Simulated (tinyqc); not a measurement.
## Yield against design margin

Cells fail independently with probability Q(k) = erfc(k/sqrt(2))/2 when the margin is k standard deviations, and Y = exp(-Nb Q(k)). phi = exp(-k^2/2)/sqrt(2 pi).  k = margin/s(dVT). With one spare that repairs any one cell, Y1 = exp(-x)(1 + x), x = Nb Q(k).

Values chosen for this exercise:
- Nb = 8388608 (number of cells)

s(dVT) = 38.8 mV

Yield against design margin:

| M (mV) | k | Q(k) | expected failures x | Y | Y1 |
|---|---|---|---|---|---|
| 184 | 4.742 | 1.057e-6 | 8.864 | 1.414e-4 | 0.001394 |
| 198 | 5.103 | 1.671e-7 | 1.402 | 0.2462 | 0.5913 |
| 207 | 5.335 | 4.776e-8 | 0.4006 | 0.6699 | 0.9383 |
| 216 | 5.567 | 1.296e-8 | 0.1087 | 0.8970 | 0.9945 |
| 230 | 5.928 | 1.535e-9 | 0.01287 | 0.9872 | 0.9999 |
| 244 | 6.289 | 1.601e-10 | 0.001343 | 0.9987 | 1.000 |
| 258 | 6.649 | 1.471e-11 | 1.234e-4 | 0.9999 | 1.000 |
| 276 | 7.113 | 5.661e-13 | 4.749e-6 | 1.000 | 1.000 |

Over a change of the margin from 184 to 276 mV, k goes from 4.74 to 7.11, the expected failures fall by 6.3 decades and the yield goes from 1.41e-4 to 1.000. The spare helps most at M = 198 mV among the rows, where it lifts the yield from 0.246 to 0.591.

Numbers from tinyqc (`OMP_NUM_THREADS=1 python tinyqc.py 2090156 2090157 out.jsonl`; about 0.01 s on one thread of a shared Intel Xeon 2.30GHz).
